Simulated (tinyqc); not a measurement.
Charge control and current of a heterostructure field-effect transistor: one step, computed by the program tinyqc.

Two subbands in a triangular well; E_F is counted from the conduction band edge of the channel at the interface.

Problem. Threshold and barrier capacitance. Threshold V_T = phi_B - dE_c - sigma d/(eps eps_0) (in volts); C_b = eps eps_0/d.

Inputs (values chosen for the exercise, modelled on AlGaN/GaN):
```
quantity                                  value    unit
permittivity eps (barrier and channel)     9.32       -
barrier thickness d                          24      nm
Schottky barrier phi_B                      1.1      eV
conduction band offset dE_c                0.22      eV
polarisation charge sigma/e             7.8e+12  1/cm^2
```

Charge source: polarisation. Velocity law: smooth.

Constants: e = 1.602176634e-19 C; eps_0 = 8.8541878128e-12 F/m.

Give: threshold voltage V_T; barrier capacitance C_b.

Solution.

threshold voltage V_T = -2.7546 V

barrier capacitance C_b = 0.34384 microfarad/cm^2

The device is normally on.
